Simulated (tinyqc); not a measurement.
# Worked calculation: strained Delta valleys, repopulation and conductivity mass

tinyqc, about 0.01 s, one thread, Intel Xeon 2.30GHz (shared host): `OMP_NUM_THREADS=1 python tinyqc.py 2530138 2530139 out.jsonl` Printed values are rounded.

A cubic crystal with three pairs of conduction valleys along x, y and z under uniaxial stress X along [110] (X > 0 is tension); current along [100]. Non-degenerate electrons, fixed total density, one relaxation time for all valleys and stresses, masses unchanged by strain, so the mobility goes as the mean inverse mass.

Inputs (values chosen for the exercise); values close to those of silicon: temperature T = 350 K; compliance s11 = 7.65 1/TPa; compliance s12 = -2.08 1/TPa; compliance s44 = 12.7 1/TPa; shear deformation potential Xu = 8.84 eV; longitudinal mass ml = 0.88 m0; transverse mass mt = 0.193 m0; uniaxial stress (tension positive) X = -100 MPa.

Constants: q = 1.602176634e-19 C, kB = 1.380649e-23 J/K, Vt = kB T/q. Results are converted to the units shown.

Range of the model: Shear strain also changes the transverse masses of these valleys, which is left out.

## Strain tensor

Stress s_ij = X a_i a_j with a the unit vector along [110]; strain e_ii = s11 s_ii + s12 (s_jj + s_kk), e_ij = s44 s_ij/2.

strain (%):

|  | x | y | z |
|---|---|---|---|
| x | -0.0278500 | -0.0317500 | 0.0000000 |
| y | -0.0317500 | -0.0278500 | 0.0000000 |
| z | 0.0000000 | 0.0000000 | 0.0208000 |

## Valley shifts and shares

Valley shift dE = Xu (n.e.n - trace(e)/3) with n the valley axis; share f proportional to exp(-dE/Vt).

| valley | dE (meV) | share f |
|---|---|---|
| x | -1.43355 | 0.348784 |
| y | -1.43355 | 0.348784 |
| z | 2.86711 | 0.302433 |

The splitting is 4.30 meV, 0.14 Vt.

## Conductivity mass and mobility

Inverse mass along the current d = [100]: (n.d)^2/ml + (1 - (n.d)^2)/mt; mu/mu0 = sum f (1/m) over the plain mean of 1/m.

1/m along d, valley x to z (1/m0): [1.13636, 5.18135, 5.18135]
conductivity mass = 0.265215 m0
unstrained value = 0.260891 m0
mu/mu0 = 0.983695

The possible range, all electrons in one kind of valley, is 0.296 to 1.35.
